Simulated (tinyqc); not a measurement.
Van der Pauw, Hall and four-point-probe measurements on a doped layer: one step of the calculation.

A uniform p-type layer with sheet resistance Rs = 1/(q ns mu), point contacts, low field (mu B small).

Task. Resistances and Hall voltage. Rs = 1/(q ns mu). For a rectangle with contacts at the corners, RA = (8 Rs/pi) sum_(k>=0) ln coth((2k + 1) pi a/(2 b)) with current along a short side b and voltage along the opposite one, RB the same with a and b exchanged; Hall voltage VH = rH B I/(q ns), negative for electrons.

Parameters, values chosen for the exercise: sheet density of the layer ns = 3.6e12 cm^-2; drift mobility mu = 17 cm^2/(V s); Hall factor rH = 1.1; magnetic field B = 0.3 T; current I = 100 uA; side ratio a/b of a rectangular sample with corner contacts ar = 1.38.

Constants: q = 1.602176634e-19 C. Results are converted to the units shown.

Wanted: Rs; RA; RB; VH.

Result.

Rs = 1.020e5 ohm/square
RA = 6804 ohm
RB = 5.407e4 ohm
VH = 5.721 mV

RB/RA = 7.95; for a square both equal Rs ln 2/pi = 22500 ohm.

tinyqc, about 0.03 s, one thread, Intel Xeon 2.30GHz (shared host): `OMP_NUM_THREADS=1 python tinyqc.py 2850153 2850154 out.jsonl`
